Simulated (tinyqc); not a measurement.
# Changing the lifetime at T = 0, tau_0

Model: decay of LO phonons and the hot-phonon bottleneck in the cooling of electrons. Computed by tinyqc, a small Python program. Command: `OMP_NUM_THREADS=1 python tinyqc.py 3003629 3003630 out.jsonl hotphonon sweep`. One thread of a shared host (Intel(R) Xeon(R) Processor @ 2.30GHz), about 0.01 s of CPU time with the checks.

n(E, T) = 1/(exp(E/(k_B T)) - 1) is the Bose occupation. Electrons have a temperature T_e; the LO modes within their reach share one occupation N; the decay products stay at the lattice temperature.

Inputs (values chosen for the exercise, modelled on gallium oxide): LO energy hbar omega = 45.3 meV; lattice temperature T = 300 K; electron mass m* = 0.278 m_0; eps_inf = 3.59; static dielectric constant eps_s = 10.1; electron density n = 2e+19 1/cm^3; density of LO modes that the electrons reach, N_m = 9e+18 1/cm^3; power supplied per electron P = 0.19 nW.

Decay channel: two equal phonons (Klemens).

Constants: k_B = 8.617333262e-05 eV/K; c = 299792458 m/s; e^2/(4 pi eps_0) = 14.39964548 eV angstrom; hbar^2/(2 m_0) = 3.80998212 eV angstrom^2; hbar = 6.582119569e-16 eV s; e = 1.602176634e-19 C.

Method:
- Decay rate 1/tau = (1/tau_0) [1 + 2 n(hbar omega/2)].
- Full width Gamma = 1/(2 pi c tau) in 1/cm, c in cm/s.
- Froehlich coupling alpha = (e^2/(4 pi eps_0)) (1/eps_inf - 1/eps_s) k_0/(2 hbar omega), k_0 = sqrt(m* hbar omega/(hbar^2/(2 m_0))); emission time tau_sp = hbar/(2 alpha hbar omega); bottleneck ratio r = (n/N_m) tau/tau_sp.
- Net emission per electron: [(N + 1) x - N]/tau_sp with x = exp(-hbar omega/(k_B T_e)), a simple two-level balance; steady state of the modes: n [(N + 1) x - N]/tau_sp = N_m (N - N_0)/tau; power per electron P = hbar omega [(N + 1) x - N]/tau_sp.
- With p = P tau_sp/(hbar omega): N = N_0 + r p and x = (p + N)/(N + 1); without hot phonons N = N_0. The mode temperature T_LO solves n(hbar omega, T_LO) = N.

One run for each value; columns: (1) lifetime at T = 0, tau_0 (ps); (2) electron temperature T_e (K); (3) mode temperature T_LO (K); (4) Raman width Gamma (1/cm); (5) bottleneck ratio r:
```
(1)       (2)     (3)     (4)     (5)
0.10   301.71  301.62  128.84    20.7
0.21   303.48  303.39   61.35    43.4
0.45   307.33  307.24   28.63    93.0
0.97   315.60  315.50   13.28   200.6
2.10   333.24  333.15    6.14   434.2
9.40   440.57  440.47    1.37  1943.7
20.00  586.47  586.36    0.64  4135.4
```

Give the missing row, lifetime at T = 0, tau_0 (ps) = 4.40.

Computed row; columns: (1) lifetime at T = 0, tau_0 (ps); (2) electron temperature T_e (K); (3) mode temperature T_LO (K); (4) Raman width Gamma (1/cm); (5) bottleneck ratio r:
```
(1)      (2)     (3)   (4)    (5)
4.40  368.09  368.00  2.93  909.8
```

Interpolating between the two neighbouring rows (the first column on a logarithmic scale, the others too where they are positive) misses most in mode temperature T_LO (K), by 3.9 %. Over the rows, electron temperature T_e (K) rises from 302 to 586 (exponent d ln y / d ln x 0.0079 between the first rows and 0.38 between the last); mode temperature T_LO (K) rises from 302 to 586 (exponent d ln y / d ln x 0.0079 between the first rows and 0.38 between the last); Raman width Gamma (1/cm) falls from 129 to 0.644 (exponent d ln y / d ln x about -1.00 throughout). The exponent of Raman width Gamma stays at -1: the width is the inverse lifetime. A short-lived phonon is good for cooling: it leaves before it can be reabsorbed.

Caution (all rows): alpha is above 1/2, so hbar/tau_sp exceeds hbar omega and the emission time, a weak-coupling result, is only rough. Caution (rows 0.100, 0.210, 0.450, 0.970, 2.10, 4.40, 9.40): the electrons are degenerate; Pauli blocking and the Fermi energy, left out here, matter.
